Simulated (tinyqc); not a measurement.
# Resistance of a source-drain extension with a graded tip: two studies

y runs along the channel, the gate covers y > 0. The doping is N0 for y < y0 and N0 10^(-(y - y0)/la) beyond, uniform over the depth xj. Sheet conductance s(y) = q mu(N) max(N - Nch, 0) xj + (for y > 0) ma Cox Vo, with mu(N) = u0 + (u1 - u0)/(1 + (N/Nr)^au) and Cox = eps0 eox/tox. Current is taken as one-dimensional; depletion of the tip, spreading and the contact are left out. The metallurgical junction lies at yj, where N = Nch.

Parameters, values chosen for the exercise; mobility law close to that of holes in silicon:
- eox = 3.9 (relative permittivity of the gate insulator (close to silicon dioxide))
- tox = 1.6 nm (insulator thickness)
- N0 = 2.1e20 cm^-3 (active doping of the extension far from the gate)
- la = 2.6 nm/decade (lateral abruptness)
- y0 = -0.3 nm (position under the gate where the fall begins (gate edge at 0))
- xj = 25 nm (depth of the extension)
- Nch = 1.6e18 cm^-3 (channel doping)
- Ls = 19 nm (spacer length)
- Vo = 0.84 V (gate overdrive)
- ma = 76 cm^2/(V s) (mobility of the gate-induced layer)
- u1 = 470.5 cm^2/(V s) (mobility at low doping)
- u0 = 44.9 cm^2/(V s) (mobility at high doping)
- Nr = 2.23e17 cm^-3 (reference doping)
- au = 0.719 (exponent)
- Lg = 50 nm (gate length)

Constants: q = 1.602176634e-19 C, eps0 = 8.8541878128e-14 F/cm where lengths are in cm. Results are converted to the units shown.

Each table varies one quantity; the others keep the values above.

## Abruptness at a fixed junction position

R_spacer = integral of dy/s from -Ls to 0, R_ov from 0 to yj, R_channel = (Lg - 2 yj)/(ma Cox Vo), R_total = 2 R_spacer + 2 R_ov + R_channel. Electrical length L_eff = ma Cox dR_total/d(1/Vo); R_series = R_total - L_eff/(ma Cox Vo). y0 is moved with la so that yj stays at 5.2071 nm.

The same in every row: yj (nm) = 5.207; R_channel (ohm um) = 287.3.

Results:
```
la (nm/decade)	R_spacer (ohm um)	R_ov (ohm um)	R_total (ohm um)	L_eff (nm)	R_series (ohm um)
1	4.745	5.843	308.5	40.36	15.53
3.5	5.378	16.75	331.6	42.26	24.85
4.7	7.828	20.29	343.5	43.07	30.95
5.9	11.97	22.81	356.9	43.75	39.31
7.2	18.04	24.81	373.0	44.37	51.00
8.4	24.86	26.22	389.5	44.84	64.03
9.6	32.66	27.34	407.3	45.24	78.96
```

Estimate the missing row, la = 2.2 nm/decade.

Computed row:
```
la (nm/decade)	R_spacer (ohm um)	R_ov (ohm um)	R_total (ohm um)	L_eff (nm)	R_series (ohm um)
2.2	4.745	11.35	319.5	41.28	19.87
```

With this row back in the table: As la goes from 1 to 9.6 nm/decade, R_total rises from 308 to 407 ohm um, R_spacer rises from 4.74 to 32.7 ohm um and R_ov rises from 5.84 to 27.3 ohm um. R_total changes on average by 11.5 ohm um for each nm/decade. L_eff exceeds the metallurgical length by 0.777 nm in the first row and 5.65 nm in the last, since the gate also controls the lightly doped tips.

## Effect of the depth of the extension

Same model as above.

The same in every row: yj (nm) = 5.207; R_channel (ohm um) = 287.3.

Result of one run:
```
xj (nm)	R_spacer (ohm um)	R_ov (ohm um)	R_total (ohm um)	L_eff (nm)	R_series (ohm um)
40	2.972	10.54	314.3	41.04	16.46
```

What becomes of these results when the depth of the extension xj is changed from 40 to 5.6 nm, all else the same?

Result of the changed run:
```
xj (nm)	R_spacer (ohm um)	R_ov (ohm um)	R_total (ohm um)	L_eff (nm)	R_series (ohm um)
5.6	21.23	22.82	375.4	44.07	55.56
```

The whole series:
```
xj (nm)	R_spacer (ohm um)	R_ov (ohm um)	R_total (ohm um)	L_eff (nm)	R_series (ohm um)
4	29.72	24.98	396.7	44.73	72.05
5.6	21.23	22.82	375.4	44.07	55.56
7.7	15.44	20.71	359.6	43.46	44.16
11	10.81	18.35	345.6	42.83	34.79
15	7.925	16.33	335.8	42.32	28.68
21	5.661	14.22	327.1	41.82	23.53
29	4.099	12.31	320.1	41.40	19.63
40	2.972	10.54	314.3	41.04	16.46
```

As xj goes from 4 to 40, R_total falls from 397 to 314 ohm um, L_eff falls from 44.7 to 41.0 nm and R_series falls from 72.0 to 16.5 ohm um.

Program tinyqc, `OMP_NUM_THREADS=1 python tinyqc.py 2282199 2282200 out.jsonl`; Intel Xeon 2.30GHz, shared host, one thread, about 0.03 s.
